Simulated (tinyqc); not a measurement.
Born-von Karman spring model of a cubic crystal with one atom per cell: one step, computed by the program tinyqc.

First neighbours lie at a/2 (1,1,0) (12 of them), second at a (1,0,0) (6), with all permutations and signs; the volume per atom is Omega = a^3/4.

Problem. Frequencies and polarisations. Diagonalise D. An eigenvalue lambda of D in eV/(angstrom^2 u) gives nu = 15.6333042 THz x sqrt(lambda). Eigenvectors are columns, with the largest component positive; the longitudinal weight is (e.q)^2/q^2.

Inputs (values chosen for the exercise, for a model crystal).

Lattice: fcc.

wave vector q (2 pi/a): 0.56  0.38  0

D(q) (eV/(angstrom^2 u)):
```
            x           y           z
x  0.01324711  0.00392913  0.00000000
y  0.00392913  0.01061380  0.00000000
z  0.00000000  0.00000000  0.00902680
```

Constants: nu for 1 eV/(angstrom^2 u) = 15.6333042 THz.

Give: eigenvalues; frequencies; polarisation vectors; longitudinal weights.

Solution.

eigenvalues (eV/(angstrom^2 u)): 0.00779  0.00903  0.01607

frequencies (THz): 1.380  1.485  1.982

polarisation vectors:
```
   mode 1  mode 2  mode 3
x  -0.584   0.000   0.812
y   0.812   0.000   0.584
z   0.000   1.000   0.000
```

longitudinal weights: 0.0008  0.0000  0.9992

Mode 3 is the most longitudinal, with weight 1.00.
